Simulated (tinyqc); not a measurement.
Hole mobility in a silicon inversion layer, empirical terms and Matthiessen rule: two steps of the calculation.

Inversion layer of sheet density Ns on a uniformly doped body. The mobility terms are empirical power laws with prefactors chosen for the exercise; adding their inverses (Matthiessen) is itself an approximation.

Parameters, values chosen for the exercise; material values close to those of silicon:
```
symbol,value,unit,meaning
T,250,K,temperature
Eg,1.11,eV,band gap
eps_r,11.5,,relative permittivity of the semiconductor
Nc,2.1e19,cm^-3,conduction-band density of states at T
Nv,2e19,cm^-3,valence-band density of states at T
Nb,2.5e17,cm^-3,body doping
Vsb,0.6,V,reverse body bias
eta,0.3333,,weight of the inversion charge in the effective field
Cox,0.6,uF/cm^2,gate capacitance
Ns,1e12,cm^-2,inversion density
WL,5,,ratio W/L
Vd,0.05,V,drain voltage
```

Constants: q = 1.602176634e-19 C, kB = 1.380649e-23 J/K, Vt = kB T/q, eps0 = 8.8541878128e-14 F/cm where lengths are in cm. Results are converted to the units shown.

Task 1. Depletion charge and effective field. ni = sqrt(Nc Nv) exp(-Eg/(2 Vt)), Eg in volts; Ndep = sqrt(2 eps0 eps_r Nb (2 Vt ln(Nb/ni) + Vsb)/q); E = q (Ndep + eta Ns)/(eps0 eps_r), in MV/cm.

Wanted: ni; Ndep; E.

Result 1.

ni = 1.3284e8 cm^-3
Ndep = 2.1978e12 cm^-2
E = 0.39827 MV/cm

The depletion charge gives 86.8 % of the field.

Task 2. Split C-V extraction. Q(Vg) is the trapezoid sum of Cgc from the first point (where Q is taken as 0); mu_eff = I/((W/L) Q Vd); mu_FE = (dI/dVg)/((W/L) Cox Vd) with a backward difference. Listed from point 4 on.

```
point  Vg (V)  Cgc (uF/cm^2)         I (uA)
0         0.3   3.4915499e-5  8.2254645e-10
1         0.4   0.0017212302   2.0029987e-6
2         0.5    0.074709827   0.0041402935
3         0.6     0.52529017     0.66157343
4         0.7     0.59827877      3.0728457
5         0.8     0.59996508      5.8985620
6         0.9     0.59999929      8.7435118
7           1     0.59999999      11.527328
8         1.1     0.60000000      14.227064
9         1.2            0.6      16.837061
10        1.3            0.6      19.358014
11        1.4            0.6      21.793119
12        1.5            0.6      24.146521
```

Give: Q; mu_eff; mu_FE.

Result 2.

```
point  Q (uC/cm^2)  mu_eff (cm^2/(V s))  mu_FE (cm^2/(V s))
4         0.090088               136.44              160.75
5          0.15000               157.29              188.38
6          0.21000               166.54              189.66
7          0.27000               170.78              185.59
8          0.33000               172.45              179.98
9          0.39000               172.69              174.00
10         0.45000               172.07              168.06
11         0.51000               170.93              162.34
12         0.57000               169.45              156.89
```

At the last point mu_FE is 7.4 % below mu_eff: where the mobility falls with gate voltage the slope of I understates it.

tinyqc, about 0.01 s, one thread, Intel Xeon 2.30GHz (shared host): `OMP_NUM_THREADS=1 python tinyqc.py 2510159 2510160 out.jsonl`
